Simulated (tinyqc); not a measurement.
# Ellipsometry and reflectance of a transparent film on an absorbing substrate: what changes with what

Air (index 1), film, substrate with N2 = n2 - i k2; time factor exp(+i w t). q_j = sqrt(N_j^2 - sin^2 th), root with positive real part. Fresnel coefficients r_s = (q_a - q_b)/(q_a + q_b), r_p = (N_b^2 q_a - N_a^2 q_b)/(N_b^2 q_a + N_a^2 q_b). tan(Psi) exp(i Delta) = R_p/R_s, Delta taken from 0 to 360 degrees.

Inputs (values chosen for the exercise); indices close to those of photoresist on silicon:
- lam = 800 nm (wavelength)
- th = 70 degrees (angle of incidence)
- n1 = 1.648 (index of the transparent film)
- d = 59 nm (film thickness)
- n2 = 3.692 (index of the substrate)
- k2 = 0.0065 (extinction coefficient of the substrate)

Each table varies one quantity; the others keep the values above.

## Psi and Delta against the film thickness

beta = 2 pi d q1/lam, X = exp(-2 i beta), R = (r01 + r12 X)/(1 + r01 r12 X) for p and s. The last column is the derivative of Delta.

Psi and Delta against the film thickness:
```
d (nm)  Psi (degrees)  Delta (degrees)   |R_p|^2  |R_s|^2  dDelta/dd (degrees/nm)
0              9.1293           179.67  0.017583  0.68089                 -2.8430
1              9.1385           176.83  0.017619  0.68087                 -2.8380
2              9.1628           174.00  0.017712  0.68079                 -2.8249
3              9.2020           171.18  0.017864  0.68067                 -2.8039
4              9.2559           168.39  0.018073  0.68049                 -2.7756
5              9.3243           165.64  0.018339  0.68027                 -2.7403
6              9.4066           162.92  0.018663  0.68000                 -2.6988
7              9.5026           160.24  0.019044  0.67969                 -2.6518
8              9.6118           157.61  0.019482  0.67932                 -2.6000
```

What does the comparison show?

Delta falls from 179.67 to 157.61 degrees while Psi moves from 9.129 to 9.612: Delta changes 45.7 times as much as Psi. With the slope of the first row an error of 0.01 degree in Delta means 0.0035 nm.

## Effect of the index of the transparent film

Same model as above.

dDelta/dd is the derivative of Delta; period lam/(2 q1).

Effect of the index of the transparent film:
```
n1    Psi (degrees)  Delta (degrees)   |R_p|^2  |R_s|^2  dDelta/dd (degrees/nm)  period (nm)
1.25         17.082           112.12  0.061284  0.64899                -0.53591       485.26
1.45         20.809           96.525  0.089323  0.61846                -0.59633       362.22
1.65         22.352           86.677  0.098904  0.58494                -0.69665       294.93
1.85         22.498           78.629  0.094554  0.55123                -0.85030       251.01
2.05         21.528           71.032  0.081188  0.52173                 -1.0726       219.55
2.25         19.499           63.432  0.062920  0.50182                 -1.3700       195.66
2.45         16.445           55.974  0.043232  0.49620                 -1.7363       176.79
2.65         12.548           49.362  0.025102  0.50675                 -2.1842       161.43
```

What does the comparison show?

Psi goes from 17.1 through a maximum of 22.5 (at n1 = 1.85 among the rows listed) to 12.5 degrees and |R_p|^2 goes from 0.0613 through a maximum of 0.0989 (at n1 = 1.65 among the rows listed) to 0.0251. The slope of Delta is largest in size, 2.18 degrees/nm, at n1 = 2.65 among the rows.

Numbers from tinyqc (`OMP_NUM_THREADS=1 python tinyqc.py 2870223 2870224 out.jsonl`; about 0.2 s on one thread of a shared Intel Xeon 2.30GHz).
